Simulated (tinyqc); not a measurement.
# Changing the wavelength

Model: surface photovoltage measurement of the minority-carrier diffusion length in a wafer. Computed by tinyqc, a small Python program. Command: `OMP_NUM_THREADS=1 python tinyqc.py 3130552 3130553 out.jsonl spv sweep`. One thread of a shared host (Intel(R) Xeon(R) Processor @ 2.30GHz), about 0.02 s of CPU time with the checks.

Low injection, steady light, a depletion layer much thinner than 1/alpha and L. The excess density dn is taken at the front edge of the neutral region; light that reaches the back is lost.

Inputs (values chosen for the exercise, modelled on p-type silicon at room temperature):

| quantity | value | unit |
|---|---|---|
| diffusion length L | 460 | micrometre |
| wafer thickness W | 525 | micrometre |
| diffusivity D | 28.7 | cm^2/s |
| front recombination velocity S_f | 38000 | cm/s |
| back recombination velocity S_b | 100 | cm/s |
| photon flux entering | 7.2e+11 | 1/(cm^2 s) |
| minority density at the surface barrier scale n_0 | 1.2e+08 | 1/cm^3 |
| temperature T | 298 | K |

Constants: k_B = 8.617333262e-05 eV/K.

Method:
- alpha = (84.732/lambda - 76.417)^2 per cm with lambda in micrometre (an empirical fit for silicon between 0.7 and 1.05 micrometre).
- Thick wafer: dn = Phi L/((S_f + D/L)(L + 1/alpha)). Finite wafer, with s = S_b L/D, w = W/L, a = alpha L: dn = [Phi a/(a^2 - 1)] [a - B - exp(-alpha W)(a - s)/(cosh w + s sinh w)]/(S_f + B D/L), B = (sinh w + s cosh w)/(cosh w + s sinh w).
- Photovoltage V = (k_B T/e) ln(1 + dn/n_0). Lifetime = L^2/D.

One run for each value:

| wavelength (nm) | dn, finite wafer (1/cm^3) | penetration depth 1/alpha (micrometre) | dn, thick wafer (1/cm^3) |
|---|---|---|---|
| 780 | 1.8353e+07 | 9.64 | 1.8259e+07 |
| 811 | 1.8252e+07 | 12.70 | 1.8140e+07 |
| 842 | 1.8110e+07 | 17.05 | 1.7975e+07 |
| 874 | 1.7899e+07 | 23.73 | 1.7727e+07 |
| 905 | 1.7595e+07 | 33.76 | 1.7367e+07 |
| 936 | 1.7127e+07 | 50.24 | 1.6806e+07 |
| 999 | 1.4909e+07 | 141.73 | 1.4251e+07 |
| 1030 | 1.1764e+07 | 292.50 | 1.1395e+07 |

Give the missing row, wavelength (nm) = 968.

Computed row:
```
wavelength (nm)  dn, finite wafer (1/cm^3)  penetration depth 1/alpha (micrometre)  dn, thick wafer (1/cm^3)
968                             1.6339e+07                                   80.93                1.5852e+07
```

Interpolating between the two neighbouring rows (linearly) misses most in penetration depth 1/alpha (micrometre), by 20 %. Over the rows, dn, finite wafer (1/cm^3) falls from 1.84e7 to 1.18e7 (exponent d ln y / d ln x -0.14 between the first rows and -7.8 between the last); penetration depth 1/alpha (micrometre) rises from 9.64 to 292 (exponent d ln y / d ln x 7.1 between the first rows and 24 between the last); dn, thick wafer (1/cm^3) falls from 1.83e7 to 1.14e7 (exponent d ln y / d ln x -0.17 between the first rows and -7.3 between the last).

Extremes, crossings and ranges named in words are read from the listed rows.
